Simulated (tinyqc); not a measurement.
Molecular dynamics of a small cluster by velocity Verlet steps: one step, computed by the program tinyqc.

E = sum_i {sum_j A exp(-p (r_ij/r0 - 1)) - xi sqrt(rho_i)}, rho_i = sum_j exp(-2 q (r_ij/r0 - 1)); the force on i is -sum_j w_ij (R_i - R_j)/r_ij with w_ij = -(2p/r0) A exp(-p (r_ij/r0 - 1)) + (xi q/r0) exp(-2 q (r_ij/r0 - 1)) (rho_i^(-1/2) + rho_j^(-1/2)).

Question. Step 1. Velocity Verlet: a = c F/M with c = 9.648533212e-3 angstrom/fs^2 per eV/(angstrom u); R(new) = R + v dt + a dt^2/2; v(new) = v + (a + a(new)) dt/2. Kinetic energy K = M v^2/(2c); temperature T = 2K/((3N - 3) k_B), rotation of the cluster included.

Inputs (values chosen for the exercise, for model atoms):
```
quantity       value      unit
length r0       3.02  angstrom
repulsion A     0.17        eV
hopping xi      2.16        eV
decay p         9.58         -
decay q         2.61         -
atomic mass M    175         u
time step dt     7.4        fs
```

Potential: Gupta. Thermostat: none.

starting positions (angstrom):
```
           x      y     z
atom 1  0.03  -0.03  0.08
atom 2  2.78   0.05     0
atom 3  1.43   2.41  0.03
```

starting velocities (angstrom/fs):
```
               x         y         z
atom 1   0.00218  -0.00031   0.00084
atom 2  -0.00086   0.00028  -0.00071
atom 3  -0.00132     3e-05  -0.00013
```

Constants: 1 eV/(angstrom u) = 9.648533212e-03 angstrom/fs^2; k_B = 8.617333262e-05 eV/K.

Give: positions after step 1; new forces; velocities after step 1; total energy.

Answer.

positions after step 1 (angstrom):
```
             x        y        z
atom 1  0.0481  -0.0310   0.0862
atom 2  2.7719   0.0530  -0.0052
atom 3  1.4200   2.4080   0.0291
```

new forces (eV/angstrom):
```
              x        y        z
atom 1   1.1568   0.8166  -0.0424
atom 2  -1.0437   0.5598   0.0323
atom 3  -0.1131  -1.3764   0.0101
```

velocities after step 1 (angstrom/fs):
```
                 x           y           z
atom 1   0.0026828   0.0000334   0.0008229
atom 2  -0.0013135   0.0005159  -0.0006969
atom 3  -0.0013693  -0.0005493  -0.0001260
```

total energy = -9.0578 eV
